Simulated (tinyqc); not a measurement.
sp3s* tight binding: sweeps and comparisons. A value that a table varies takes the place of the one given here.

sp3s* tight binding, nearest neighbours only: anion (a) at 0, cation (c) at a/4 (1,1,1), orbitals s, px, py, pz, s* on each; k in units of 2 pi/a. With phases e_j = exp(i (pi/2) k.n_j) for n = (1,1,1), (1,-1,-1), (-1,1,-1), (-1,-1,1): g0 = (e1+e2+e3+e4)/4, g1 = (e1+e2-e3-e4)/4, g2 = (e1-e2+e3-e4)/4, g3 = (e1-e2-e3+e4)/4. The diagonal holds the levels Esa, Epa, Exa (s*) and Esc, Epc, Exc. Anion-cation block: <sa|sc> = Vss g0; <sa|xc> = Vsapc g1; <xa|sc> = -Vscpa g1; <xa|xc> = Vxx g0; <xa|yc> = <ya|xc> = Vxy g3, <xa|zc> = <za|xc> = Vxy g2, <ya|zc> = <za|yc> = Vxy g1; <s*a|xc> = Vxapc g1; <xa|s*c> = -Vpaxc g1; y and z take g2 and g3 in place of g1; s-s* and s*-s* vanish.

Parameters, chosen for this exercise (near a published set for GaAs, fitted to gaps, whose masses and valley positions are rough; shifted at random, so the results belong to these values and not to a real crystal): Esa = -8.276 eV (s level of the anion); Epa = 1.029 eV (p level of the anion); Esc = -2.665 eV (s level of the cation); Epc = 3.644 eV (p level of the cation); Exa = 8.715 eV (s* level of the anion); Exc = 6.796 eV (s* level of the cation); Vss = -6.401 eV (s-s); Vxx = 1.935 eV (px-px); Vxy = 5.026 eV (px-py); Vsapc = 4.481 eV (s anion, p cation); Vscpa = 5.725 eV (s cation, p anion); Vxapc = 4.823 eV (s* anion, p cation); Vpaxc = 4.837 eV (p anion, s* cation); eta = 1.8 (scaling exponent); D001 = 0.94 (ratio -ezz/exx).

## What the s* orbital does

The s* couplings Vxapc and Vpaxc are scaled by f; f = 0 is the plain sp3 model. Gaps from the top of the valence band at Gamma; the Delta value is the minimum on (x,0,0), 0.5 <= x <= 1.

Gaps (eV):
```
f      Gamma   Delta       L  x of the minimum
0.00  1.5172  4.0257  2.8817             0.500
0.25  1.5172  3.9044  2.7744             0.500
0.50  1.5172  3.5957  2.4908             0.500
0.75  1.5172  3.0780  2.1070             0.910
0.90  1.5172  2.4842  1.8550             1.000
1.00  1.5172  2.0771  1.6836             1.000
1.10  1.5172  1.6675  1.5112             1.000
```

The gap at Gamma stays, since g1 to g3 vanish there. From f = 0 to 1 the s* levels lower the Delta value by 1.949 eV and L by 1.198 eV. For f = 0, 0.25 and 0.5 the least value lies at x = 0.5, the end of the range: any valley further out lies above that value until s* has lowered it enough. The lowest of the three is Gamma at both f = 0 and f = 1.

## Hydrostatic strain (sp3s* tight binding, strained)

Strain e moves each bond vector to d = (1 + e) d0 (no internal displacement for the diagonal strains used here) and k is given in fractions of the strained reciprocal cell, so the phases stay. Two-centre values Vss_sigma = Vss/4, Vsp_sigma = sqrt3 V/4 for each s-p and s*-p pair, Vpp_sigma = (Vxx + 2 Vxy)/4, Vpp_pi = (Vxx - Vxy)/4 are scaled by (d0/d)^eta and combined with the new direction cosines; the levels on the diagonal stay.

exx = eyy = ezz = e. Gaps as measured from the top of the valence band; the deformation potentials are (gap(0.01) - gap(-0.01))/0.06.

Gaps (eV):
```
e       Gamma   Delta       L  x of the minimum
-0.03  1.9401  2.0670  1.8882             1.000
-0.02  1.7946  2.0699  1.8178             1.000
-0.01  1.6537  2.0733  1.7496             1.000
0.00   1.5172  2.0771  1.6836             1.000
0.01   1.3849  2.0813  1.6198             1.000
0.02   1.2566  2.0858  1.5581             1.000
0.03   1.1323  2.0906  1.4985             1.000
```

gap deformation potentials (eV): Gamma -4.480, Delta 0.133, L -2.163

Per unit of volume strain the gaps move by -4.48 (Gamma), +0.13 (Delta) and -2.16 eV (L). The lowest valley changes from L to Gamma between e = -0.03 and -0.02. These potentials follow from the one exponent eta, which fitted models replace by one for each integral; with it the sizes are rough, the sign for Delta can be wrong (in Si, Ge and the III-V crystals measured values are small and positive), and the pressures at which valleys cross, and which valley takes over, are rough too. A gap of zero, where one is listed, marks an s level that has sunk below the valence top.

## Biaxial strain splits the top of the valence band (sp3s* tight binding, strained)

No spin-orbit coupling; k = 0; exx = eyy = e, ezz = -D001 e. The four bonds keep equal lengths, and the sums over them give Vxx(e) for px and py and Vzz(e) for pz; each level is the lower root of [[Epa, V], [V, Epc]], and the s level the upper root of the s block. The shear potential b follows from E(x,y) - E(z) = 3 b (exx - ezz), taken as the slope between e = -0.005 and 0.005.

Couplings and levels at Gamma (eV):
```
e           ezz  Vxx(e)  Vzz(e)   E(x,y)     E(z)  E(x,y) - E(z) (meV)  upper s level
-0.020   0.0188  1.8259  2.2260   0.0908  -0.2451                335.9         1.5919
-0.010   0.0094  1.8814  2.0789   0.0454  -0.1194                164.8         1.5554
-0.005   0.0047  1.9084  2.0066   0.0231  -0.0585                 81.6         1.5369
0.005   -0.0047  1.9611  1.8643  -0.0205   0.0594                -80.0         1.4996
0.010   -0.0094  1.9868  1.7943  -0.0419   0.1163               -158.2         1.4808
0.020   -0.0188  2.0366  1.6569  -0.0837   0.2258               -309.5         1.4428
```

b = -2.776 eV

Under tension in the plane (e > 0) the bonds tilt towards the plane, Vxx grows to 1.9868 and Vzz falls to 1.7943 eV at e = 0.01, and the pz state forms the top of the valence band, by 158.2 meV; under compression (e = -0.01) the px, py pair does, by 164.8 meV. The slope gives b = -2.78 eV, a rough value, since on-site strain terms are left out (measured values lie near -2 eV).

## What each parameter does

Gaps from the top of the valence band at Gamma; Delta is the minimum on (x,0,0), 0.5 <= x <= 1. Each row changes one parameter from the base and keeps the others.

Results:
```
case              Ev (eV)  gap Gamma (eV)  gap Delta (eV)  gap L (eV)
base               0.0012          1.5172          2.0771      1.6836
Vxx = 1.635 eV     0.2430          1.2753          1.8353      1.3992
Vpaxc = 5.037 eV   0.0012          1.5172          2.0740      1.6558
Vscpa = 5.525 eV   0.0012          1.5172          2.0752      1.6141
Epa = 1.229 eV     0.1556          1.3627          1.9226      1.5479
Epc = 3.444 eV    -0.0444          1.5627          2.0056      1.6848
Esa = -7.976 eV    0.0012          1.6083          2.1106      1.7288
```

The largest shifts from the base row, up to three for each result and ties (the steps differ in size, so this ranks the rows, not the parameters). Ev (eV): Vxx +0.2418, Epa +0.1545, Epc -0.0455; unchanged at the printed digits by Vpaxc, Vscpa and Esa. gap Gamma (eV): Vxx -0.2418, Epa -0.1545, Esa +0.0911; unchanged at the printed digits by Vpaxc and Vscpa. gap Delta (eV): Vxx -0.2419, Epa -0.1545, Epc -0.0716. gap L (eV): Vxx -0.2844, Epa -0.1357, Vscpa -0.0695. Vpaxc and Vscpa cannot move Ev or the gap at Gamma, whose blocks do not hold them; s parameters never move Ev, and move the gap only where the lowest empty level at Gamma is s-like.

Computed by tinyqc, a small Python program: `OMP_NUM_THREADS=1 python tinyqc.py 1450966 1450967 out.jsonl` (the numbers bound the seed that draws the inputs); one thread of a shared host (Intel(R) Xeon(R) Processor @ 2.30GHz), about 0.06 s for the whole set of steps.
